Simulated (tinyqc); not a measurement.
Two-mode optical phonons of a ternary alloy from two coupled oscillators. Changing the fraction x of A. Computed by tinyqc, a small Python program. Command: `OMP_NUM_THREADS=1 python tinyqc.py 3004244 3004245 out.jsonl twomode sweep`. One thread of a shared host (Intel(R) Xeon(R) Processor @ 2.30GHz), about 0.01 s of CPU time with the checks.

An alloy A(x)B(1-x)C has an A-C and a B-C bond oscillator. Each TO frequency moves linearly from the impurity mode (dilute end) to the TO of the pure crystal; each strength is proportional to the number of bonds.

Inputs (values chosen for the exercise, modelled on In(x)Ga(1-x)As, with A-C the InAs-like and B-C the GaAs-like bond): omega_TO of pure AC = 218.1 1/cm; omega_LO of pure AC = 238.1 1/cm; omega_TO of pure BC = 266.6 1/cm; omega_LO of pure BC = 291.7 1/cm; eps_inf of AC = 12; eps_inf of BC = 10.8; impurity mode of A in BC = 232.1 1/cm; impurity mode of B in AC = 245.6 1/cm; electron mass m* = 0.11 m_0.

Constants: e^2/(4 pi eps_0) = 14.39964548 eV angstrom; hbar^2/(2 m_0) = 3.80998212 eV angstrom^2; 1 THz = 33.35640952 1/cm; h x 1 THz = 4.135667696 meV.

Method:
- omega_1 = (impurity mode of A) + x (omega_TO,AC - impurity mode of A); omega_2 = (impurity mode of B) + (1 - x)(omega_TO,BC - impurity mode of B); eps_inf = x eps_AC + (1 - x) eps_BC; strengths W_1 = x eps_AC (omega_LO,AC^2 - omega_TO,AC^2), W_2 = (1 - x) eps_BC (omega_LO,BC^2 - omega_TO,BC^2).
- eps(omega) = eps_inf + W_1/(omega_1^2 - omega^2) + W_2/(omega_2^2 - omega^2) = 0 is the eigenproblem of the matrix [[omega_1^2 + W_1/eps_inf, sqrt(W_1 W_2)/eps_inf], [sqrt(W_1 W_2)/eps_inf, omega_2^2 + W_2/eps_inf]] for omega_LO^2.
- Uncoupled values keep the diagonal alone. eps_s = eps_inf + W_1/omega_1^2 + W_2/omega_2^2.
- The polar coupling of mode j is c_j = (u_j . sqrt(W))^2/(eps_inf^2 omega_j^2), u_j its eigenvector and omega_j here its LO frequency; the c_j add up to 1/eps_inf - 1/eps_s. Froehlich constant alpha_j = (e^2/(4 pi eps_0)) c_j k_j/(2 E_j), E_j = h c omega_j, k_j = sqrt(m* E_j/(hbar^2/(2 m_0))).

One run for each value:
```
fraction x of A  upper LO mode (1/cm)  lower LO mode (1/cm)  share of the upper mode   eps_s  eps_inf
0.047                          289.91                232.01                  0.98351  12.997  10.8564
0.150                          285.94                231.85                  0.94599  13.144  10.9800
0.250                          282.04                231.75                  0.90729  13.286  11.1000
0.350                          278.07                231.71                  0.86565  13.426  11.2200
0.460                          273.60                231.78                  0.81519  13.579  11.3520
0.560                          269.41                231.96                  0.76326  13.717  11.4720
0.660                          265.04                232.32                  0.70248  13.853  11.5920
0.760                          260.41                232.94                  0.62667  13.987  11.7120
0.860                          255.31                234.02                  0.51947  14.119  11.8320
0.970                          248.35                236.56                  0.25655  14.263  11.9640
```

Describe and explain the trends.

Over the rows, upper LO mode (1/cm) falls from 290 to 248 (exponent d ln y / d ln x -0.012 between the first rows and -0.23 between the last); lower LO mode (1/cm) goes from 232 through a minimum among these rows, 232 at 0.350, to 237; share of the upper mode falls from 0.984 to 0.257 (exponent d ln y / d ln x -0.034 between the first rows and -5.9 between the last). Both TO lines are straight by construction; the LO lines bend because the splitting depends on the number of bonds and on the coupling of the two oscillators through the field.

Extremes, crossings and ranges named in words are read from the listed rows.
